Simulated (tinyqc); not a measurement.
Deal-Grove kinetics of thermal oxidation of silicon: one step, computed by the program tinyqc.

Oxidant diffuses through the oxide and reacts at the interface, so that dx/dt = B/(A + 2x) for the oxide thickness x.

Task: Thickness after the oxidation. tau = (x_i^2 + A x_i)/B and x = (A/2) [sqrt(1 + 4 B (t + tau)/A^2) - 1], the root of x^2 + A x = B (t + tau). Silicon consumed is 0.44 times the oxide grown; the rate is B/(A + 2x).

Inputs (values chosen for the exercise, close to those used for silicon): temperature T = 950 C; initial oxide x_i = 0.025 um; time t = 1.6 h.

Ambient: dry oxygen. Surface: (111).

length A = 0.1475414 um

parabolic constant B = 8.393830e-04 um^2/h

Give: tau; oxide thickness x; silicon consumed; final growth rate.

Result:

tau = 5.139 h

oxide thickness x = 0.03158 um

silicon consumed = 0.002895 um

final growth rate = 0.003984 um/h

2x/A = 0.428: reaction and diffusion both resist, diffusion with a share 2x/(A + 2x) = 0.30.
